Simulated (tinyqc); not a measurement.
A ladder of methods, and size consistency: correlation methods against full CI in the sto-3g basis, for H4, spin multiplicity 1. Computed by the program tinyqc with PySCF. 

Geometry (angstrom):
```
atom       x       y       z
H     0.0000  0.0000  0.0000
H     0.0000  0.0000  0.9330
H     0.0000  0.0000  2.2300
H     0.0000  0.0000  3.1630
```

RHF energy of one = -2.153242 hartree

All electrons correlated; +Q is the Davidson correction (1 - c0^2) E_corr. The last columns treat two copies 100 angstrom apart as one system. FCI is the lowest singlet.

Correlation energies (hartree):
```
method   E_corr of one  share of FCI (%)  E_corr of two at 100 angstrom  two minus twice one (mhartree)
MP2          -0.036789           61.7064                      -0.073578                          0.0000
CISD         -0.058343           97.8595                      -0.111899                          4.7875
CISD+Q       -0.060947          102.2266                      -0.120717                          1.1768
CCSD         -0.059527           99.8446                      -0.119054                          0.0000
CCSD(T)      -0.059589           99.9494                      -0.119179                          0.0000
FCI          -0.059620          100.0000                              -                               -
```

MP2 recovers 62 %, CISD 97.9 % and CCSD 99.8 % of the FCI value (c0^2 = 0.955 in CISD). MP2 and coupled cluster are size consistent, so their last column vanishes; CISD loses 4.79 mhartree, since a double excitation on each copy is a quadruple of the pair, and the Davidson correction leaves +1.18.
